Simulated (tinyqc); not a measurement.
What each parameter does: two-band k.p model of the Delta valleys near the X point under shear strain.

Valley pair on the [001] axis, kz counted from the X point, c = hbar^2/2m0, k0 = kx0 2 pi/a. H = (c kz^2/ml + c (kx^2 + ky^2)/mt + c k0^2/ml) 1 + (2 c k0 kz/ml) sigma_z + (D exy - 2 c kx ky/Mp) sigma_x, so E = c kz^2/ml + c (kx^2 + ky^2)/mt + c k0^2/ml -/+ sqrt((2 c k0 kz/ml)^2 + (D exy - 2 c kx ky/Mp)^2). Without strain the lower band has its minima, E = 0, at kz = +/- k0. Shifts from diagonal strain are left out.

For |eta| < 1: k_min = k0 sqrt(1 - eta^2), E_min = -Delta eta^2/2, ml(eta) = ml/(1 - eta^2), 1/m[110] = 1/mt + eta/Mp, 1/m[1-10] = 1/mt - eta/Mp. For |eta| > 1 the minimum sits at X: E_min = -Delta (2 |eta| - 1)/2, ml(eta) = ml/(1 - 1/|eta|), and eta is replaced by its sign in the transverse masses. Here Delta = 2 c k0^2/ml and eta = D exy/Delta.

Constants: hbar^2/2m0 = 3.80998211 eV angstrom^2.

Inputs chosen for the exercise (near those of Si; shifted at random, so the results belong to these values and not to a real crystal):
- a = 5.421 angstrom (lattice constant)
- ml = 0.934 m0 (longitudinal mass)
- mt = 0.192 m0 (transverse mass)
- kx0 = 0.153 2 pi/a (distance of the minimum from X)
- D = 15 eV (shear deformation potential)
- Mp = 0.231 m0 (coupling mass)
- exy = 0.0075 (shear strain)

Delta = 2 c k0^2/ml, eta = D exy/Delta.

One parameter was then changed.

Results before and after:

| case | eta | E_min (meV) | ml(eta) (m0) | m[110] (m0) | m[1-10] (m0) |
|---|---|---|---|---|---|
| base | 0.4385 | -24.67 | 1.1563 | 0.1407 | 0.3021 |
| changed | 0.3830 | -21.54 | 1.0946 | 0.1456 | 0.2817 |

Which of these changes was made? (a) mt = 0.17856 m0; (b) kx0 = 0.16371 2 pi/a; (c) exy = 0.00698; (d) D = 13.95 eV; (e) ml = 0.99938 m0; (f) Mp = 0.24717 m0.

Answer: (b) kx0 = 0.16371 2 pi/a. Of the candidates, run in turn, only this one gives the changed row.

All candidates:

| case | eta | E_min (meV) | ml(eta) (m0) | m[110] (m0) | m[1-10] (m0) |
|---|---|---|---|---|---|
| base | 0.4385 | -24.67 | 1.1563 | 0.1407 | 0.3021 |
| ml = 0.99938 m0 | 0.4692 | -26.39 | 1.2815 | 0.1381 | 0.3147 |
| mt = 0.17856 m0 | 0.4385 | -24.67 | 1.1563 | 0.1334 | 0.2701 |
| kx0 = 0.16371 2 pi/a | 0.3830 | -21.54 | 1.0946 | 0.1456 | 0.2817 |
| D = 13.95 eV | 0.4078 | -21.33 | 1.1203 | 0.1434 | 0.2904 |
| Mp = 0.24717 m0 | 0.4385 | -24.67 | 1.1563 | 0.1432 | 0.2912 |
| exy = 0.00698 | 0.4081 | -21.36 | 1.1206 | 0.1434 | 0.2906 |

Program tinyqc; command `OMP_NUM_THREADS=1 python tinyqc.py 1050436 1050437 out.jsonl`; about 0.01 s on one thread of a shared Intel(R) Xeon(R) Processor @ 2.30GHz.
